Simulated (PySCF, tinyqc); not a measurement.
Worked calculation: RHF in the sto-3g basis, for H4, spin multiplicity 1. The lowest restricted solution is unstable here: a spin-polarised one lies 0.0640 hartree lower (PySCF). One step of it, computed by the program tinyqc.

Question. Iteration 1: diagonalisation and new density. Diagonalise F' = X^T F X, C = X C', fill 2 alpha and 2 beta electrons from the bottom; D = 2 C_occ C_occ^T. Each column has its largest component positive (the first on a tie).

Fock matrix F (hartree):
```
           1H 1s      2H 1s      3H 1s      4H 1s
1H 1s  -0.149751  -0.314531  -0.013313   0.012384
2H 1s  -0.314531  -0.116165  -0.097403  -0.013313
3H 1s  -0.013313  -0.097403  -0.116165  -0.314531
4H 1s   0.012384  -0.013313  -0.314531  -0.149751
```

X:
```
               1          2          3         4
1H 1s  -0.548842   0.629035   0.497814  0.382257
2H 1s   0.682181  -0.511650   0.400512  0.469956
3H 1s  -0.682181  -0.511650  -0.400512  0.469956
4H 1s   0.548842   0.629035  -0.497814  0.382257
```

Give: F' = X^T F X; orbital energies; coefficients C; D after iteration 1.

Answer.

F' = X^T F X (hartree):
```
        1        2        3        4
1  0.3360   0.0000   0.0062   0.0000
2  0.0000   0.2015   0.0000  -0.0289
3  0.0062   0.0000  -0.3266   0.0000
4  0.0000  -0.0289   0.0000  -0.3701
```

orbital energies (hartree): MO1 -0.3715, MO2 -0.3267, MO3 0.2030, MO4 0.3360

coefficients C:
```
          MO1      MO2      MO3      MO4
1H 1s  0.4135   0.5029   0.6089  -0.5442
2H 1s  0.4435   0.3941  -0.5347   0.6859
3H 1s  0.4435  -0.3941  -0.5347  -0.6859
4H 1s  0.4135  -0.5029   0.6089   0.5442
```

D after iteration 1:
```
         1H 1s    2H 1s    3H 1s    4H 1s
1H 1s   0.8478   0.7632  -0.0296  -0.1639
2H 1s   0.7632   0.7041   0.0828  -0.0296
3H 1s  -0.0296   0.0828   0.7041   0.7632
4H 1s  -0.1639  -0.0296   0.7632   0.8478
```
